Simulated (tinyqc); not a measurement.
# From effective lifetime at dn back to surface velocity S

Model: carrier lifetime from Shockley-Read-Hall, radiative, Auger and surface recombination. Computed by tinyqc, a small Python program. Command: `OMP_NUM_THREADS=1 python tinyqc.py 3006142 3006143 out.jsonl lifetime inv`. One thread of a shared host (Intel(R) Xeon(R) Processor @ 2.30GHz), about 0.02 s of CPU time with the checks.

Energies are counted from the top of the valence band. Boltzmann statistics, full ionisation, and equal excess densities of electrons and holes.

Inputs (values chosen for the exercise, with bands modelled on GaAs):
```
quantity,value,unit
gap E_g,1.42,eV
electron mass m_e,0.0648,m_0
valleys M_c,1,-
hole mass m_h,0.53,m_0
temperature T,350,K
doping N,3e+16,cm^-3
trap level E_t,0.55,eV
trap density N_t,8.7e+11,cm^-3
electron cross-section sigma_n,2.9e-17,cm^2
hole cross-section sigma_p,2e-15,cm^2
radiative coefficient B,1.6e-10,cm^3/s
Auger coefficient C_n,3.3e-31,cm^6/s
Auger coefficient C_p,1.4e-30,cm^6/s
excess density dn,9.2e+16,cm^-3
diffusion coefficient D,8,cm^2/s
thickness W,6.9,micrometre
```

Doping: p-type. Surface term: two equal surfaces.

Constants: m_0 = 9.1093837015e-31 kg; k_B = 1.380649e-23 J/K; h = 6.62607015e-34 J s; k_B = 8.617333262e-05 eV/K.

Method:
- N_c = 2 M_c (2 pi m_e k_B T/h^2)^(3/2) and N_v = 2 (2 pi m_h k_B T/h^2)^(3/2), masses in units of m_0.
- n_i = sqrt(N_c N_v) exp(-E_g/2 k_B T); majority density N/2 + sqrt(N^2/4 + n_i^2), minority density n_i^2 over it.
- v = sqrt(3 k_B T/m) with m_e or m_h; tau_n0 = 1/(sigma_n v_n N_t), tau_p0 = 1/(sigma_p v_p N_t); n1 = N_c exp(-(E_g - E_t)/k_B T), p1 = N_v exp(-E_t/k_B T).
- The slowest diffusion mode has x tan x = S W/(2 D) with 0 < x < pi/2 (bisection), and tau_s = W^2/(4 x^2 D). The common approximation is W/(2 S) + W^2/(pi^2 D).
- With n = n_0 + dn, p = p_0 + dn and U/dn = 1/tau: (n p - n_i^2)/dn = n_0 + p_0 + dn = s; 1/tau_SRH = s/[tau_p0 (n + n1) + tau_n0 (p + p1)]; 1/tau_rad = B s; 1/tau_Aug = (C_n n + C_p p) s; the rates add, with 1/tau_s.
- Radiative efficiency = tau_eff/tau_rad; effective diffusion length = sqrt(D tau_eff).

Question. A run gave the result below. Find the surface velocity S, known to lie between 72000 and 140000 cm/s.

effective lifetime at dn = 7.998951e-09 s

Answer.

Each step takes the trial c = (a f_b - b f_a)/(f_b - f_a), f being the result less the target and a, b, c the logarithms of the listed values; c replaces end b, the old b replaces a if the sign of f changed, and otherwise f_a is halved.

Scan of the range:
```
surface velocity S (cm/s),effective lifetime at dn (s)
72000,8.57744e-09
80400,8.24956e-09
89900,7.95029e-09
100000,7.69296e-09
112000,7.44646e-09
125000,7.23215e-09
140000,7.03391e-09
```

False position (Illinois rule, in the logarithm of the input) inside the bracket:
```
step,end a,end b,trial,effective lifetime at dn (s)
1,80400.0,89900.0,88282.1,7.99684e-09
2,80400.0,88282.1,88145.2,8.00085e-09
3,88282.1,88145.2,88210.0,7.99895e-09
4,88145.2,88210.0,88210.0,7.99895e-09
```

Effective lifetime at dn falls at every point of a 13-point scan of the range (every second point is shown), so one value fits; it is bracketed by 80400 and 89900. Answer: surface velocity S = 88210 cm/s.

Caution: the excess density is near an effective density of states, where Boltzmann statistics fail. Caution: beyond low injection D should be the ambipolar coefficient.
